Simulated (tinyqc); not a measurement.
MOSFET in the linear regime without short-channel effects, parameter extraction from computed curves: one step of the calculation.

Inversion charge Q = Cox n Vt W0(exp((Vg - VT)/(n Vt))), W0 the Lambert function and n = nf; u = Q/Cox; mobility mu = mu0/(1 + th1 u + th2 u^2); channel resistance Rch = (L - dL)/(W mu Q); Id = Vd/(Rch + Rsd/W). Cox = eps0 eox/tox. Small Vd, no channel-length or drain effects.

Task. The Y function. Y_i = Id_i/sqrt(gm_i). For Id = beta Vd x/(1 + th x), x = Vg - VT, Y = sqrt(beta Vd) x whatever th. Slope s from points 4 and 7; VT_Y = Vg - Y/s at point 7; beta = s^2/Vd; mobility beta L/(W Cox) with the drawn L; th* = (beta Vd x/Id - 1)/x at point 7.

Values chosen for this exercise; channel values of the order met in silicon transistors:
```
symbol  value        unit                                                                 meaning
eox      7.28              relative permittivity of the gate insulator (close to silicon nitride)
tox       4.1          nm                                                     insulator thickness
mu0       270  cm^2/(V s)                                                      low-field mobility
th2      0.04       1/V^2                                      second mobility attenuation factor
W          10          um                                                              gate width
L        0.55          um                                                       drawn gate length
dL      0.018          um                                             drawn less effective length
Vd      0.025           V                                                           drain voltage
```

Constants: eps0 = 8.8541878128e-14 F/cm where lengths are in cm. Results are converted to the units shown.

```
point  Vg (V)       Id (uA)
0         0.5  5.8856929e-9
1        0.58  9.8278734e-5
2        0.66    0.92907886
3        0.74     12.296924
4        0.82     25.860095
5         0.9     39.110204
6        0.98     51.761138
7        1.06     63.756684
8        1.14     75.097977
```

gm, point 1 to 7 (uS): 5.8067428  76.855160  155.81885  167.58300  161.88152  154.04050  145.85524

Find: Y; s; VT_Y; beta; mobility from Y; th*.

Result.

Y, point 1 to 7 (uA^0.5 V^0.5): 4.0784e-5  0.10598  0.98511  1.9976  3.0739  4.1705  5.2792
s = 13.673 uA^0.5 V^-0.5
VT_Y = 0.67390 V
beta = 7478.1 uA/V^2
mobility from Y = 261.61 cm^2/(V s)
th* = 0.34227 1/V

The mobility from Y is 6.3 % below mu0 L/(L - dL) = 279 cm^2/(V s), which it should reach in deep inversion when th2 = 0.

tinyqc, about 0.01 s, one thread, Intel Xeon 2.30GHz (shared host): `OMP_NUM_THREADS=1 python tinyqc.py 2210088 2210089 out.jsonl`
